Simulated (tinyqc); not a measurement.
Arrhenius plot: admittance spectroscopy and thermally stimulated current of one trap level in a depletion layer. Computed by tinyqc, a small Python program. Command: `OMP_NUM_THREADS=1 python tinyqc.py 3112540 3112541 out.jsonl admit walk`. One thread of a shared host (Intel(R) Xeon(R) Processor @ 2.30GHz), about 0.01 s of CPU time with the checks.

A Schottky junction on n-type material holds one donor-like electron trap; shallow donors are fully ionised and abrupt depletion edges are assumed.

Inputs (values chosen for the exercise, modelled on n-type germanium):
```
quantity                         value    unit
density-of-states mass m         0.567     m_0
shallow doping N                 7e+15  1/cm^3
trap depth E_t below the band    0.215      eV
capture cross section sigma    2.7e-16    cm^2
test frequency f                   300      Hz
```

Constants: k_B = 1.380649e-23 J/K; m_0 = 9.1093837015e-31 kg; h = 6.62607015e-34 J s; k_B = 8.617333262e-05 eV/K.

Method:
- N_c = 2 (2 pi m k_B T/h^2)^(3/2), v_th = sqrt(3 k_B T/m), emission rate e_n = sigma v_th N_c exp(-E_t/(k_B T)).
- Where the level crosses the Fermi level capture equals emission, so the trap follows the signal with the rate 2 e_n; G/omega peaks at omega = 2 e_n (the correction for large N_t/N is left out).
- Solve 2 e_n(T_p) = 2 pi f.
- T_p for 0.1, 0.3, 1, 3 and 10 f; least-squares lines of ln(e_n/T^2) and of ln(e_n) against 1/(k_B T), e_n = pi f; sigma = exp(intercept)/(v_th N_c/T^2).

peak temperature T_p = 152.793 K

Peaks:
```
f (Hz)  T_p (K)  1/(k_B T) (1/eV)  ln(e_n/T^2)  ln(e_n)
30       135.64            85.551      -5.2741   4.5459
90       143.34            80.955      -4.2860   5.6445
300      152.79            75.949      -3.2097   6.8485
900      162.50            71.412      -2.2342   7.9471
3000     174.56            66.478      -1.1734   9.1511
```

depth from e_n/T^2 = 0.215 eV

cross section from the intercept = 2.70e-16 cm^2

depth without the T^2 = 0.24142 eV

Leaving out T^2 adds 26 meV, near 2 k_B T_p = 26 meV.

Extremes, crossings and ranges named in words are read from the listed rows.
